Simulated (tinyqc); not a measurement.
# Worked calculation: thermoelectric coefficients of a parabolic band, Landauer integrals

tinyqc, about 0.1 s, one thread, Intel Xeon 2.30GHz (shared host): `OMP_NUM_THREADS=1 python tinyqc.py 2800102 2800103 out.jsonl` Printed values are rounded.

Bulk parabolic band, x = (E - Ec)/kB T, C = hbar^2/(2 m0), kB T in eV. Modes per area gv m kB T x/(4 pi C) times the back-scattering length l0 x^rr give the transport function s0 X(x), s0 = (2 q^2/h) gv m kB T l0/(4 pi C), X = x^(1 + rr). I_k = int X (x - eta)^k w dx, w = 1/(4 cosh^2((x - eta)/2)).

Parameters, values chosen for the exercise:
```
symbol  value     unit                             meaning
T         400        K                         temperature
m        0.44       m0                  mass of one valley
gv          4                                      valleys
l0        3.5       nm     back-scattering length at x = 1
rr          0               energy exponent of that length
kL        1.5  W/(m K)        lattice thermal conductivity
eta       3.2           reduced Fermi level (EF - Ec)/kB T
xa          0                        lower end of the grid
xe         13                        upper end of the grid
nE         15                           points of the grid
```

Constants: q = 1.602176634e-19 C, kB = 1.380649e-23 J/K, hbar = 1.054571817e-34 J s, h = 6.62607015e-34 J s, m0 = 9.1093837015e-31 kg, Vt = kB T/q, hbar^2/(2 m0) = 0.0380998212 eV nm^2. Results are converted to the units shown.

Range of the model: Parabolic bands, elastic scattering and a fixed kL make these model figures, not those of a material.

## The three integrals on a coarse grid

Simpson's rule on nE equally spaced points from xa to xe.

```
point        x         X           w         X w
0       0.0000         0   0.0376318           0
1       0.9286  0.928571   0.0847716   0.0787165
2       1.8571   1.85714    0.164175    0.304896
3       2.7857   2.78571    0.239573    0.667381
4       3.7143   3.71429    0.234172    0.869781
5       4.6429   4.64286    0.154583    0.717706
6       5.5714   5.57143   0.0780882    0.435063
7       6.5000       6.5   0.0343059    0.222988
8       7.4286   7.42857   0.0141575    0.105170
9       8.3571   8.35714  0.00569238   0.0475721
10      9.2857   9.28571  0.00226482   0.0210305
11     10.2143   10.2143  8.97334e-4  0.00916562
12     11.1429   11.1429  3.54938e-4  0.00395502
13     12.0714   12.0714  1.40303e-4  0.00169365
14     13.0000        13  5.54455e-5  7.20791e-4
```

I_0, I_1, I_2 on this grid: 3.23805  3.06974  11.6104

Converged values are 3.2400, 3.0813 and 11.697; the grid is 0.059 % below the first and 0.74 % below the last.

## Coefficients of the electrons

converged I_0, I_1, I_2: 3.23995  3.08131  11.6966

sigma = s0 I_0, S = -(kB/q) I_1/I_0, Lorenz number L = (kB/q)^2 [I_2/I_0 - (I_1/I_0)^2], kappa_e = L sigma T.

s0 = 343.618 S/cm
sigma = 1113.31 S/cm
S = -81.9539 uV/K
L = 2.00916 x 1e-8 V^2/K^2
kappa_e = 0.894726 W/(m K)

L is 18 % below the Sommerfeld value (pi^2/3)(kB/q)^2 = 2.443e-8 V^2/K^2. The Mott formula -(pi^2/3)(kB/q)(1 + rr)/eta gives -88.6 uV/K, 8.1 % above S in size.

## Power factor and figure of merit

Power factor S^2 sigma, ZT = S^2 sigma T/(kappa_e + kL).

power factor = 0.747744 mW/(m K^2)
ZT = 0.124899
electronic share of kappa = 37.3623 %
